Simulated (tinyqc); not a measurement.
Tight binding, dimerised chain, step by step. One step of it, computed by the program tinyqc.

Question. Bloch Hamiltonian at X. H_AA = +delta, H_BB = -delta, H_AB = -t1 - t2 exp(-i k a).

Parameters chosen for this model:
```
parameter     value                      unit
t1         1.650000       eV, inside the cell
t2         2.410000         eV, between cells
delta      0.620000  eV, +/- on the two sites
```

k point X (2 pi / a): 0.500000

Give: H(k) at X.

Answer.

H(k) at X (eV):
```
        A        B
A  0.6200   0.7600
B  0.7600  -0.6200
```
